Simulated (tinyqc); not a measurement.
# Schottky emission and Poole-Frenkel conduction in an insulator, and how to tell them apart, step by step

Program tinyqc, `OMP_NUM_THREADS=1 python tinyqc.py 2370145 2370146 out.jsonl`; Intel Xeon 2.30GHz, shared host, one thread, about 0.01 s. Printed values are rounded.

Schottky emission (electrode-limited): J = As T^2 exp[-(pb - b sqrt(F))/Vt], b = sqrt(q/(4 pi eps0 ei)). Poole-Frenkel emission (bulk-limited): J = s0 F exp[-(pt - 2 b sqrt(F))/Vt]. F in V/cm.

Values chosen for this exercise; dielectric values close to those of zirconium oxide: temperature T = 300 K; high-frequency relative permittivity ei = 4.87; static relative permittivity es = 24.7; trap depth pt = 1.2 eV; Poole-Frenkel prefactor s0 = 2 S/cm; electrode barrier pb = 0.97 eV; Richardson constant As = 44 A/(cm^2 K^2); field F = 1.4 MV/cm.

Constants: q = 1.602176634e-19 C, kB = 1.380649e-23 J/K, Vt = kB T/q, eps0 = 8.8541878128e-14 F/cm where lengths are in cm. Results are converted to the units shown.

Range of the model: At the field F a Fowler-Nordheim estimate for tunnelling through pb (mass 0.4 m0) gives 1.2e-6 A/cm^2, more than Schottky emission.

## Both currents at one field

Lowerings b sqrt(F) and 2 b sqrt(F); the image-force maximum lies at sqrt(q/(16 pi eps0 ei F)) from the electrode.

Schottky lowering = 203.458 meV
position of the barrier top = 0.726637 nm
Poole-Frenkel lowering = 406.917 meV
J, Schottky = 5.25245e-7 A/cm^2
J, Poole-Frenkel = 1.33028e-7 A/cm^2

Injection and bulk transport act in series, so the smaller capacity limits the current: here the bulk, by a factor of 3.95.

## Which mechanism made these data

```
point  F (MV/cm)  J (A/cm^2)
0           1.12    8.467e-7
1            1.8    5.574e-6
2           2.48    2.629e-5
3           3.15    9.943e-5
4           3.83   0.0003341
5            4.5   0.0009965
```

The data come from another sample of the same dielectric, in which one mechanism alone limits the current. Fit straight lines by least squares: ln J on sqrt(F) (Schottky plot, slope b/Vt) and ln(J/F) on sqrt(F) (Poole-Frenkel plot, slope 2 b/Vt), F in V/cm, and read a permittivity from each slope. The right mechanism gives a value near ei, and in any case between ei and es.

slope of the Schottky plot = 0.00665147 (cm/V)^0.5
permittivity read as Schottky = 4.87000
slope of the Poole-Frenkel plot = 0.00535329 (cm/V)^0.5
permittivity read as Poole-Frenkel = 30.0733

Both plots are nearly straight, so straightness decides nothing. Read as Schottky the data give 4.87, which matches ei = 4.87; read as Poole-Frenkel they give 30.1, above even the static value 24.7. The data were made by Schottky emission.
